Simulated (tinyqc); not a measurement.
Deep-level transient spectroscopy: one step of the calculation.

Schottky contact on an n-type layer with shallow donors Nd (all ionised) and a donor-like deep trap, neutral when filled and positive when empty; depletion approximation. Traps within lam of the depletion edge stay filled. A long pulse to Vp fills the traps beyond x1 = Wp - lam; back at Vr those between x1 and x2 = Wr - lam emit. A rate window reads S = C(t2) - C(t1).

Task. Widths. lam = sqrt(2 eps0 eps_r (EF - ET)/(q Nd)), EF - ET = Et - (kB T/q) ln(Nc(T)/Nd), Nc(T) = Nc (T/300 K)^1.5. In the steady state at the band bending V, 2 eps0 eps_r V/q = Nd W^2 + Nt (W - lam)^2 (the second term only if W > lam). V = Vbi + Vr gives Wr and V = Vbi + Vp gives Wp; x1 = max(Wp - lam, 0).

Parameters, values chosen for the exercise; material values those of a made-up semiconductor: relative permittivity eps_r = 9.71; conduction-band density of states at 300 K Nc = 3.23e19 cm^-3; shallow donor density Nd = 1.9e16 cm^-3; built-in voltage Vbi = 0.55 V; depth of the trap below the conduction edge Et = 0.28 eV; trap density Nt = 4.9e14 cm^-3; reverse bias Vr = 1.6 V; reverse bias during the filling pulse Vp = 0 V; temperature of the transient T = 209 K.

Constants: q = 1.602176634e-19 C, kB = 1.380649e-23 J/K, eps0 = 8.8541878128e-14 F/cm where lengths are in cm. Results are converted to the units shown.

Wanted: lam; Wr; Wp; x1; x2; G = (x2^2 - x1^2)/Wr^2.

Result.

lam = 93.81 nm
Wr = 346.1 nm
Wp = 175.8 nm
x1 = 81.96 nm
x2 = 252.3 nm
G = (x2^2 - x1^2)/Wr^2 = 0.4753

Program tinyqc, `OMP_NUM_THREADS=1 python tinyqc.py 2050027 2050028 out.jsonl`; Intel Xeon 2.30GHz, shared host, one thread, about 0.01 s.
